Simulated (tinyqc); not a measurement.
Empirical pseudopotential in a few plane waves, step by step. One step of it, computed by the program tinyqc.

Problem. Bloch Hamiltonian at k. Basis: the 15 shortest G (labels in 2 pi/a), the same at every k. H(G,G') = c |k + G|^2 delta + VS(|G-G'|^2) cos((G-G').tau) + i VA sin((G-G').tau), tau = a/8 (1,1,1); 1 Ry = 13.605693 eV.

Parameters chosen for this model: fcc lattice, atoms at +/- a/8 (1,1,1); form factors in rydberg at |G|^2 in units of (2 pi/a)^2:

| parameter | value | unit |
|---|---|---|
| a | 5.500000 | angstrom |
| VS(3) | -0.239000 | Ry |
| VS(8) | 0.000000 | Ry |
| VS(11) | 0.072000 | Ry |
| VA(3) | 0.134000 | Ry |
| VA(4) | 0.065000 | Ry |
| VA(11) | 0.023000 | Ry |
| hbar^2/2m (2 pi/a)^2 | 4.972300 | eV |

k point k (2 pi / a): 0.100000  -0.250000  0.390000

Give: H(k) at k.

Solution.

H(k) at k (eV), lower triangle (Hermitian):
```
                 +0+0+0           -1-1-1           -1-1+1           -1+1-1
+0+0+0           1.1168
-1-1-1   2.2993-1.2892i          13.6470
-1-1+1  -2.2993-1.2892i   0.0000+0.8844i          21.4038
-1+1-1  -2.2993-1.2892i   0.0000+0.8844i           0.0000           8.6747
-1+1+1  -2.2993+1.2892i           0.0000   0.0000+0.8844i   0.0000+0.8844i
+1-1-1  -2.2993-1.2892i   0.0000+0.8844i           0.0000           0.0000
+1-1+1  -2.2993+1.2892i           0.0000   0.0000+0.8844i           0.0000
+1+1-1  -2.2993+1.2892i           0.0000           0.0000   0.0000+0.8844i
+1+1+1   2.2993+1.2892i           0.0000           0.0000           0.0000
-2+0+0   0.0000-0.8844i  -2.2993+1.2892i  -2.2993-1.2892i  -2.2993-1.2892i
+0-2+0   0.0000-0.8844i  -2.2993+1.2892i  -2.2993-1.2892i   0.6927-0.2213i
+0+0-2   0.0000-0.8844i  -2.2993+1.2892i   0.6927-0.2213i  -2.2993-1.2892i
+0+0+2   0.0000+0.8844i  -0.6927-0.2213i   2.2993+1.2892i  -0.6927+0.2213i
+0+2+0   0.0000+0.8844i  -0.6927-0.2213i  -0.6927+0.2213i   2.2993+1.2892i
+2+0+0   0.0000+0.8844i  -0.6927-0.2213i  -0.6927+0.2213i  -0.6927+0.2213i

                 -1+1+1           +1-1-1           +1-1+1           +1+1-1
-1+1+1          16.4315
+1-1-1           0.0000          15.6359
+1-1+1           0.0000   0.0000+0.8844i          23.3927
+1+1-1           0.0000   0.0000+0.8844i           0.0000          10.6636
+1+1+1   0.0000+0.8844i           0.0000   0.0000+0.8844i   0.0000+0.8844i
-2+0+0   2.2993-1.2892i   0.6927-0.2213i  -0.6927-0.2213i  -0.6927-0.2213i
+0-2+0  -0.6927-0.2213i  -2.2993-1.2892i   2.2993-1.2892i  -0.6927-0.2213i
+0+0-2  -0.6927-0.2213i  -2.2993-1.2892i  -0.6927-0.2213i   2.2993-1.2892i
+0+0+2  -2.2993+1.2892i  -0.6927+0.2213i  -2.2993+1.2892i   0.6927+0.2213i
+0+2+0  -2.2993+1.2892i  -0.6927+0.2213i   0.6927+0.2213i  -2.2993+1.2892i
+2+0+0   0.6927+0.2213i   2.2993+1.2892i  -2.2993+1.2892i  -2.2993+1.2892i

                 +1+1+1   -2+0+0   +0-2+0   +0+0-2
+1+1+1          18.4204
-2+0+0  -0.6927+0.2213i  19.0171
+0-2+0  -0.6927+0.2213i   0.0000  25.9783
+0+0-2  -0.6927+0.2213i   0.0000   0.0000  13.2492
+0+0+2  -2.2993-1.2892i   0.0000   0.0000   0.0000
+0+2+0  -2.2993-1.2892i   0.0000   0.0000   0.0000
+2+0+0  -2.2993-1.2892i   0.0000   0.0000   0.0000

         +0+0+2   +0+2+0   +2+0+0
+0+0+2  28.7628
+0+2+0   0.0000  16.0337
+2+0+0   0.0000   0.0000  22.9949
```
